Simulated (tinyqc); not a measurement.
From one set of inputs to another, one input at a time: self-heating of a transistor with one or more fingers, with temperature-dependent conductivity. Computed by tinyqc, a small Python program. Command: `OMP_NUM_THREADS=1 python tinyqc.py 3031532 3031533 out.jsonl selfheat ladder`. One thread of a shared host (Intel(R) Xeon(R) Processor @ 2.30GHz), about 0.2 s of CPU time with the checks.

N long parallel fingers lie on the top face of a slab whose bottom is held at T_0; the top is otherwise insulated, and heat flows in two dimensions. P in W/mm is 1000 P in W/m.

The inputs printed are set A. Set A is modelled on gallium oxide; the values taken over come from a set modelled on silicon. Inputs not listed in the table keep their values of set A, so the rows need not describe a real material.

Inputs (values chosen for the exercise, modelled on gallium oxide):
```
quantity,value,unit
conductivity at the base temperature kappa_0,21.6,W/(m K)
exponent m in kappa ~ T^-m,1.25,-
base temperature T_0,300,K
power per gate width P,0.095,W/mm
fingers N,5,-
finger pitch s,56,micrometre
width of the heat source w,1.1,micrometre
substrate thickness t,180,micrometre
```

Power: power rises with temperature.

Method:
- A line source of power P on the top face raises the top at distance x by (P/(pi kappa_0)) g(x), g(x) = -ln tanh(pi x/(4 t)) (the image sum for the slab). On a strip of width w the centre sees the mean of g over the strip, g_0 = 1 + ln(8 t/(pi w)) for w much below t.
- theta_i = (P/(pi kappa_0)) [g_0 + sum over j != i of g(|i - j| s)], with equal powers and constant conductivity; thermal resistance = largest theta/P.
- Kirchhoff transformation for kappa = kappa_0 (T/T_0)^-m: T = T_0 [1 - (m - 1) theta/T_0]^(-1/(m - 1)), where theta is the linear rise.
- The bracket vanishes at the power P T_0/((m - 1) theta).

Each row keeps all changes above it:
```
input moved,from,to,thermal resistance (K mm/W),true rise (K),true rise / linear rise
set A,-,-,169.1,16.61,1.034
substrate thickness t (micrometre),180,100,131.2,12.80,1.027
width of the heat source w (micrometre),1.1,0.12,163.9,16.09,1.033
conductivity at the base temperature kappa_0 (W/(m K)),21.6,146,24.2,2.31,1.005
power per gate width P (W/mm),0.095,2,24.2,53.82,1.110
finger pitch s (micrometre),56,27,29.7,67.54,1.137
exponent m in kappa ~ T^-m,1.25,1.37,29.7,68.49,1.153
```

Thermal resistance goes from 169 to 29.7, a factor 0.176 in all. The largest single move comes from conductivity at the base temperature kappa_0 (a factor 0.148), and width of the heat source w works against it (a factor 1.25). True rise goes from 16.6 to 68.5, a factor 4.12 in all. The largest single move comes from power per gate width P (a factor 23.3), and conductivity at the base temperature kappa_0 works against it (a factor 0.144). True rise / linear rise goes from 1.03 to 1.15, a factor 1.11 in all. The largest single move comes from power per gate width P (a factor 1.10), and conductivity at the base temperature kappa_0 works against it (a factor 0.9724). The single moves hold for this order of the switches; the total does not depend on the order.

Extremes, crossings and ranges named in words are read from the listed rows.
